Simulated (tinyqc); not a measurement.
Towards the loss of the bound state: donor level screened by free carriers (Yukawa potential).

Potential -(q/(eps r)) exp(-ks r), q = e^2/(4 pi eps0). In units Ry* = Ry m/eps^2 and a* = a0 eps/m the problem is [-Laplacian - 2 exp(-x r)/r] psi = E psi with x = ks a*.

Converged values use 18 functions exp(-z r), z = 1.55^i, i = -11 to 6: S = 2/A^3, H = z_i z_j S - 2/(A + x)^2, A = z_i + z_j.

Values chosen for the exercise (out of a larger set: near those of a donor in Ge, with one mean mass; not measured data): xs = (0.03, 0.19, 0.36, 0.55, 0.74, 0.91, 1.02) (values of x).

First order (-1 + 2x), one-parameter (minimum of z^2 - 8 z^3/(2z + x)^2) and converged 1s energies in Ry*, and the mean radius in a*; a dash marks an unbound result.

Results:

| x | first order | trial function | converged | <r> |
|---|---|---|---|---|
| 0.03 | -0.9400 | -0.9413 | -0.9413 | 1.50 |
| 0.19 | -0.6200 | -0.6685 | -0.6686 | 1.55 |
| 0.36 | -0.2800 | -0.4408 | -0.4419 | 1.65 |
| 0.55 | - | -0.2480 | -0.2523 | 1.88 |
| 0.74 | - | -0.1102 | -0.1203 | 2.32 |
| 0.91 | - | -0.0281 | -0.0453 | 3.23 |
| 1.02 | - | - | -0.0164 | 4.78 |

How do the results move, and what explains it?

First order loses the state at x = 0.5, the trial function reaches zero energy at x = 1.00, and the exact limit is 1.19. The radius starts at 1.5 a*, grows slowly at first (1.65 at x = 0.36), then steadily, and swells towards the end (4.8 at 1.02), where a single exponential fails: the binding vanishes as the square of the distance from 1.19.

Computed by tinyqc, a small Python program: `OMP_NUM_THREADS=1 python tinyqc.py 1251686 1251687 out.jsonl` (the numbers bound the seed that draws the inputs); one thread of a shared host (Intel(R) Xeon(R) Processor @ 2.30GHz), about 0.01 s for the whole set of steps.
